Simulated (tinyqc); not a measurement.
## Polarisation charge from two barrier thicknesses

Inverse problem. VT = phiB - dEc - q sigma d/(eps0 eps_r). Find sigma, phiB - dEc and the thickness at which VT = 0.

Values chosen for this exercise:
```
symbol  value  unit                                       meaning
eps_r     9.3        relative permittivity of barrier and channel
```

Constants: q = 1.602176634e-19 C, eps0 = 8.8541878128e-14 F/cm where lengths are in cm. Results are converted to the units shown.

VT for d = 25 and 35 nm (V): [-4.8986199, -7.1895799]

Answer. VT is linear in d.

sigma = 1.177e13 cm^-2
phiB - dEc = 0.8288 V
thickness for VT = 0 = 3.618 nm

Computed by the program tinyqc: `OMP_NUM_THREADS=1 python tinyqc.py 2570173 2570174 out.jsonl`, one thread of a shared Intel Xeon 2.30GHz, about 0.03 s for the whole run.
